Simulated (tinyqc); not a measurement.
Elastic trap-assisted tunnelling through a dielectric: one step of the calculation.

Emitter at x = 0 (Fermi level 0), collector at x = t (Fermi level -V), band edge U(x) = phi - F x, F = V/t. A trap at x has the energy E = U(x) - Et. With G(u) = (4/(3 F)) sqrt(mo/C) max(u, 0)^1.5, C = hbar^2/(2 m0): S1 = G(phi - E) - G(Et), S2 = G(Et) - G(phi - V - E), T1,2 = exp(-S1,2). The steady rate through one trap is nu T1 T2 (f1 - f2)/(T1 + T2), f1 = f(E), f2 = f(E + V), f(y) = 1/(1 + exp(y/Vt)); both contacts offer states at E.

Problem. Rate through a trap near the best position. n equally spaced x from xa to xb, where nearly all of the current flows; J = q Nt times the integral of the rate, by Simpson's rule.

Parameters, values chosen for the exercise; dielectric values close to those of silicon dioxide: temperature T = 350 K; barrier above the emitter Fermi level phi = 3.1 eV; tunnelling mass mo = 0.48 m0; thickness t = 6.9 nm; trap depth below the band edge of the dielectric Et = 2.51 eV; trap density Nt = 6.1e18 cm^-3; attempt frequency nu = 1e14 1/s; points of the grid n = 11; voltage V = 3.04 V; left end of the grid xa = 2.29 nm; right end of the grid xb = 3.36 nm.

Constants: q = 1.602176634e-19 C, kB = 1.380649e-23 J/K, hbar = 1.054571817e-34 J s, m0 = 9.1093837015e-31 kg, Vt = kB T/q, hbar^2/(2 m0) = 0.0380998212 eV nm^2. Results are converted to the units shown.

Wanted: x; E; S1; S2; f1 - f2; rate; J.

Solution.

```
point,x (nm),E (eV),S1,S2,f1 - f2,rate (1/s)
0,2.290,-0.4189,28.19,39.16,1.000,9.889e-4
1,2.397,-0.4661,29.62,38.62,1.000,0.001694
2,2.504,-0.5132,31.06,38.05,1.000,0.002972
3,2.611,-0.5604,32.51,37.47,1.000,0.005312
4,2.718,-0.6075,33.97,36.86,1.000,0.009323
5,2.825,-0.6546,35.43,36.23,1.000,0.01274
6,2.932,-0.7018,36.91,35.57,1.000,0.007391
7,3.039,-0.7489,38.40,34.90,1.000,0.002050
8,3.146,-0.7961,39.89,34.21,1.000,4.722e-4
9,3.253,-0.8432,41.39,33.49,1.000,1.053e-4
10,3.360,-0.8903,42.91,32.76,1.000,2.320e-5
```

J = 4.494e-10 A/cm^2

Range of the model: Phonon-assisted (inelastic) capture, chains of traps and a spread of trap depths are left out.

Numbers from tinyqc (`OMP_NUM_THREADS=1 python tinyqc.py 2370023 2370024 out.jsonl`; about 0.05 s on one thread of a shared Intel Xeon 2.30GHz).
